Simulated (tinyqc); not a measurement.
# Threshold spread from leakage statistics

Inverse problem. VT is Gaussian with standard deviation s and Ioff goes as exp(-VT/(n Vt)), so Ioff is log-normal: mean/median = exp(w^2/2) with w = s/(n Vt). Find w, s, the relative standard deviation sqrt(exp(w^2) - 1) and the share of devices that leak more than the mean, erfc(w/(2 sqrt(2)))/2.

Inputs (values chosen for the exercise):
- T = 300 K (temperature)
- n = 1.44 (subthreshold factor)

Constants: q = 1.602176634e-19 C, kB = 1.380649e-23 J/K, Vt = kB T/q. Results are converted to the units shown.

mean/median of the off current = 1.3464845

Solution. w = sqrt(2 ln(mean/median)); the mean lies w/2 standard deviations out in ln Ioff.

w = 0.771
s = 28.7 mV
relative standard deviation = 0.902
share above the mean = 35.0 %

Numbers from tinyqc (`OMP_NUM_THREADS=1 python tinyqc.py 2090031 2090032 out.jsonl`; about 0.01 s on one thread of a shared Intel Xeon 2.30GHz).
